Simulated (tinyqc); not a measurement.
Doping and voltage from widths and field.

Problem. In the depletion approximation an abrupt p-n junction has a triangular field: peak E = q Nd xn/(eps0 eps_r) = q Na xp/(eps0 eps_r), W = xn + xp, and Vbi - V = E W/2. Find Nd, Na and Vbi - V.

Inputs (values chosen for the exercise):
```
symbol  value  unit                meaning
eps_r    11.9        relative permittivity
```

Constants: q = 1.602176634e-19 C, eps0 = 8.8541878128e-14 F/cm where lengths are in cm. Results are converted to the units shown.

W = 98.327599 nm
peak field = 185.44316 kV/cm
xn = 93.810783 nm

Answer. Gauss's law on each side gives its doping from the peak field and its width; the voltage is the area of the triangle.

Nd = 1.30e17 cm^-3
Na = 2.70e18 cm^-3
Vbi - V = 0.912 V

Program tinyqc, `OMP_NUM_THREADS=1 python tinyqc.py 2000002 2000003 out.jsonl`; Intel Xeon 2.30GHz, shared host, one thread, about 0.02 s.
